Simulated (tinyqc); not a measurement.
Square on-chip spiral inductor, lumped pi model: two steps of the calculation.

Outer diameter do = di + 2 n wd + 2 (n - 1) sp, mean da = (do + di)/2, fill p = (do - di)/(do + di), length l = 4 n da. L = 2.34 mu0 n^2 da/(1 + 2.75 p), mu0 = 4 pi 1e-7 H/m. Rs = rho l/(wd delta (1 - exp(-th/delta))), delta = sqrt(rho/(pi f mu0)). Cs = n wd^2 eps0 eo/hu across the coil. At each end Cox = l wd eps0 eo/(2 ho) leads to the substrate branch Rsi = 2 rs he/(l wd) in parallel with Csi = l wd eps0 11.7/(2 he). With one end grounded Y = 1/(Rs + i w L) + i w Cs + 1/[1/(i w Cox) + 1/(1/Rsi + i w Csi)], w = 2 pi f; Q = -Im Y/Re Y. Eddy currents in neighbouring turns and in the substrate are left out.

Parameters, values chosen for the exercise; values of the order met in silicon radio-frequency processes:

| symbol | value | unit | meaning |
|---|---|---|---|
| n | 5.5 |  | number of turns |
| wd | 4 | um | line width |
| sp | 3 | um | space between turns |
| di | 40 | um | inner diameter |
| th | 0.9 | um | metal thickness |
| rho | 1.9 | uohm cm | metal resistivity |
| ho | 9.9 | um | oxide below the coil |
| hu | 0.6 | um | oxide between coil and underpass |
| eo | 3 |  | relative permittivity of the oxide |
| rs | 20 | ohm cm | substrate resistivity |
| he | 30 | um | effective spreading depth in the substrate |
| f | 6.8 | GHz | frequency |

Constants: eps0 = 8.8541878128e-12 F/m. Results are converted to the units shown.

Task 1. Geometry and model elements. do, l, L, delta, Rs, Cs, Cox, Rsi and Csi as defined.

Wanted: do; l; L; delta; Rs; Cs; Cox; Rsi; Csi.

Result 1.

do = 111.00 um
l = 1661.0 um
L = 2.9288 nH
delta = 0.84128 um
Rs = 14.276 ohm
Cs = 3.8958 fF
Cox = 8.9132 fF
Rsi = 1806.1 ohm
Csi = 11.471 fF

Task 2. Admittance, quality factor and apparent inductance. Series branch 1/(Rs + i w L), substrate branch, total Y, Q = -Im Y/Re Y, apparent inductance Im(1/Y)/w, metal-only value w L/Rs, share of the loss in the substrate Re(substrate branch)/Re Y.

L = 2.9287697 nH
Rs = 14.276042 ohm
Cs = 3.8958426 fF
Cox = 8.9132157 fF
Rsi = 1806.1409 ohm
Csi = 11.471309 fF

Give: series branch; substrate branch; Y; Q; apparent inductance; w L/Rs; share of the loss in the substrate.

Result 2.

series branch = 0.900-7.889i mS
substrate branch = 0.0754+0.2622i mS
Y = 0.975-7.460i mS
Q = 7.648
apparent inductance = 3.085 nH
w L/Rs = 8.765
share of the loss in the substrate = 7.729 %

Q is 87.3 % of the metal-only value.

Program tinyqc, `OMP_NUM_THREADS=1 python tinyqc.py 2302040 2302041 out.jsonl`; Intel Xeon 2.30GHz, shared host, one thread, about 0.01 s.
